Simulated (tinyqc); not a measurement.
Brillouin zone and empty-lattice bands of the bcc structure: one step. Shells of G and Bragg planes. Two cases, with inputs chosen for the exercise.

Problem. List the first six shells of G with their number, the structure factor |sum over atoms of exp(i G.tau)|/(atoms per cell), and the distance |G|/2 of the Bragg plane from Gamma.

Primitive vectors a (-1/2,1/2,1/2), a (1/2,-1/2,1/2), a (1/2,1/2,-1/2); one atom. Reciprocal vectors obey a_i.b_j = 2 pi delta_ij; k is given in units of 2 pi/a. Empty-lattice levels are c0 (2 pi/a)^2 |k + G|^2, c0 = hbar^2/2m0. Points: H = (1, 0, 0), N = (0.5, 0.5, 0), P = (0.5, 0.5, 0.5).

Give: Shells.

Case 1.

Solution.

Shells:

| \|G\|^2 ((2 pi/a)^2) | number | structure factor | \|G\|/2 (2 pi/a) |
|---|---|---|---|
| 2.0000 | 12 | 1.0000 | 0.7071 |
| 4.0000 | 6 | 1.0000 | 1.0000 |
| 6.0000 | 24 | 1.0000 | 1.2247 |
| 8.0000 | 12 | 1.0000 | 1.4142 |
| 10.0000 | 24 | 1.0000 | 1.5811 |
| 12.0000 | 8 | 1.0000 | 1.7321 |

Case 2.

Solution.

Shells:

| \|G\|^2 ((2 pi/a)^2) | number | structure factor | \|G\|/2 (2 pi/a) |
|---|---|---|---|
| 2.0000 | 12 | 1.0000 | 0.7071 |
| 4.0000 | 6 | 1.0000 | 1.0000 |
| 6.0000 | 24 | 1.0000 | 1.2247 |
| 8.0000 | 12 | 1.0000 | 1.4142 |
| 10.0000 | 24 | 1.0000 | 1.5811 |
| 12.0000 | 8 | 1.0000 | 1.7321 |

No structure factor vanishes among these shells.

Computed by tinyqc, one run a case: `OMP_NUM_THREADS=1 python tinyqc.py N N+1 out.jsonl` with N = 1850926, 1880947; one thread of a shared Intel(R) Xeon(R) Processor @ 2.30GHz, about 0.01 s a run at most.
